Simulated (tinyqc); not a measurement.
Changing the interlayer mass m_b: phonon transmission through an interface between two chains by Green functions. Computed by tinyqc, a small Python program. Command: `OMP_NUM_THREADS=1 python tinyqc.py 3008776 3008777 out.jsonl agf sweep`. One thread of a shared host (Intel(R) Xeon(R) Processor @ 2.30GHz), about 0.03 s of CPU time with the checks.

Two semi-infinite chains (masses m_1, m_2; springs k_1, k_2), motion along the chain. The central region holds the end atom of each chain and three interlayer atoms of mass m_b, joined by springs k_b. lambda = omega^2 in eV/(angstrom^2 u); nu = 15.6333042 THz x sqrt(lambda).

Inputs (values chosen for the exercise, for two model chains):
```
quantity                          value           unit
mass m_1                           21.8              u
spring k_1                         11.2  eV/angstrom^2
mass m_2                            112              u
spring k_2                         21.7  eV/angstrom^2
junction spring k_b                  20  eV/angstrom^2
probe frequency / lower band top   0.72              -
temperature T                        50              K
```

Atoms in the interlayer: three.

Constants: nu for 1 eV/(angstrom^2 u) = 15.6333042 THz; h x 1 THz = 4.135667696 meV; k_B = 8.617333262e-05 eV/K; k_B = 1.380649e-23 J/K; h = 6.62607015e-34 J s.

Method:
- nu_max = 15.6333042 THz x 2 sqrt(k/m); impedance Z = sqrt(k m); long-wave transmission 4 Z_1 Z_2/(Z_1 + Z_2)^2; the probe frequency is the given share of the lower band top.
- In chain i, sin(q_i a/2) = nu/nu_max,i. An outgoing wave makes the next atom move as exp(i q_i a) times the end atom, so the lead adds the self-energy Sigma_i = -k_i exp(i q_i a) to the force-constant matrix; Gamma_i = -2 Im Sigma_i = 2 k_i sin(q_i a).
- A = lambda M - K - Sigma over the central atoms, with K_ii the sum of the springs at i, K_(i,i+1) = -k_b; G = inverse of A; transmission = Gamma_1 Gamma_2 |G_(first,last)|^2.
- Landauer conductance G = k_B int tau(nu) x^2 e^x/(e^x - 1)^2 d nu, x = h nu/(k_B T), from 0 to the lower band top (240 Gauss-Legendre points in s from 0 to 1, nu = nu_top sin(pi s/2)); tau is the transmission, and its thermal mean is G over the value for tau = 1 in the same window; the quantum is g_0 = pi^2 k_B^2 T/(3 h).

One run for each value:
```
interlayer mass m_b (u)  conductance G (pW/K)  thermal mean of the transmission  transmission
5.5                                     33.18                            0.7013     4.018e-01
8.9                                     34.00                            0.7185     4.960e-01
15.0                                    35.39                            0.7480     6.360e-01
24.0                                    37.07                            0.7835     6.865e-01
39.0                                    38.52                            0.8142     6.152e-01
63.0                                    38.33                            0.8100     6.955e-01
100.0                                   35.82                            0.7570     6.919e-01
170.0                                   30.71                            0.6490     2.901e-01
270.0                                   25.40                            0.5368     1.012e-03
450.0                                   19.52                            0.4126     1.385e-05
```

Describe and explain the trends.

Over the rows, conductance G (pW/K) goes from 33.2 through a maximum among these rows, 38.5 at 39.0, to 19.5; thermal mean of the transmission goes from 0.701 through a maximum among these rows, 0.814 at 39.0, to 0.413; transmission lies between 1.39e-5 and 0.696 without a single trend. G is largest among these rows at m_b = 39 u; the geometric mean of the two masses is 49.4 u.

Extremes, crossings and ranges named in words are read from the listed rows.
